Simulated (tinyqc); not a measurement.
# Changing the anneal time t

Model: grain growth, pinning, strength and diffusional creep of a polycrystal or thin film. Computed by tinyqc, a small Python program. Command: `OMP_NUM_THREADS=1 python tinyqc.py 3014830 3014831 out.jsonl grain sweep`. One thread of a shared host (Intel(R) Xeon(R) Processor @ 2.30GHz), about 0.01 s of CPU time with the checks.

One mean grain size d describes the structure.

Inputs (values chosen for the exercise, modelled on gold): shear modulus G = 25.8 GPa; Burgers vector b = 2.884 angstrom; boundary energy gamma = 0.35 J/m^2; mobility prefactor M0 = 0.00036 m^4/(J s); activation energy of boundary motion Q_m = 1.07 eV; anneal temperature T = 372 K; initial grain size d0 = 94 nm; particle volume fraction f = 0.0092; particle radius r = 16 nm; friction stress sigma_0 = 16 MPa; Hall-Petch slope k_y = 0.069 MPa m^0.5.

Sample: bulk.

Constants: k_B = 8.617333262e-05 eV/K.

Method:
- M = M0 exp(-Q_m/(k_B T)). The driving pressure is 2 gamma/d. Zener pinning pressure 3 f gamma/(2 r) stops growth at d_Z = 4 r/(3 f). The limit is d_lim = d_Z.
- dd/dt = 2 M gamma (1/d - 1/d_lim) integrates to 2 M gamma t = d_lim (d0 - d) + d_lim^2 ln[(d_lim - d0)/(d_lim - d)]; without pinning d^2 = d0^2 + 4 M gamma t.
- Hall-Petch term k_y/sqrt(d). Orowan term 3.06 x 0.4 G b ln(2 rbar/b)/(pi lambda sqrt(1 - nu)) with nu = 1/3, rbar = sqrt(2/3) r, lambda = rbar (sqrt(pi/f) - 2). The terms are added to sigma_0.

One run for each value:
```
anneal time t (s)  size without pinning (nm)  grain size d (nm)  Hall-Petch term (MPa)
5.7                                    94.05              94.05                 225.00
24                                     94.21              94.20                 224.82
98                                     94.83              94.80                 224.10
410                                    97.44              97.30                 221.20
1700                                  107.56             107.01                 210.93
7100                                  142.31             140.24                 184.25
29000                                 235.52             228.10                 144.47
120000                                449.22             420.93                 106.35
510000                                910.46             795.51                  77.36
```

Describe and explain the trends.

Over the rows, size without pinning (nm) rises from 94.0 to 910 (exponent d ln y / d ln x 0.0012 between the first rows and 0.49 between the last); grain size d (nm) rises from 94.0 to 796 (exponent d ln y / d ln x 0.0011 between the first rows and 0.44 between the last); Hall-Petch term (MPa) falls from 225 to 77.4 (exponent d ln y / d ln x -5.5e-4 between the first rows and -0.22 between the last). At the high end the exponent of size without pinning is 0.49, close to 0.50: parabolic growth. At the low end the exponent of size without pinning is 0.00, close to 0: the initial size still rules. At the low end the exponent of grain size d is 0.00, close to 0: no growth yet, or stagnation.
